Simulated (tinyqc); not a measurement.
Lattice vibrations of a chain, step by step. One step of it, computed by the program tinyqc.

Task: Frequencies. omega^2 are the eigenvalues; wavenumber = 521.4708 sqrt(eigenvalue) 1/cm.

D(q) (eV/(angstrom^2 u)):
```
                    1          2          3                   4
1            4.849057  -1.379408   0.000000  0.115644+0.139789i
2           -1.379408   0.645418  -0.167366            0.000000
3            0.000000  -0.167366   0.226686           -0.092239
4  0.115644-0.139789i   0.000000  -0.092239            0.155026
```

Give: eigenvalues; wavenumbers; weights |e|^2 of the mass-weighted modes.

Result:

eigenvalues: 0.0386  0.1469  0.4230  5.2676

wavenumbers (1/cm): 102.5  199.9  339.2  1196.8

weights |e|^2 of the mass-weighted modes:
```
        mode 1  mode 2  mode 3  mode 4
atom 1  0.0223  0.0271  0.0337  0.9169
atom 2  0.2673  0.2586  0.3923  0.0819
atom 3  0.4517  0.0838  0.4645  0.0001
atom 4  0.2588  0.6305  0.1096  0.0011
```
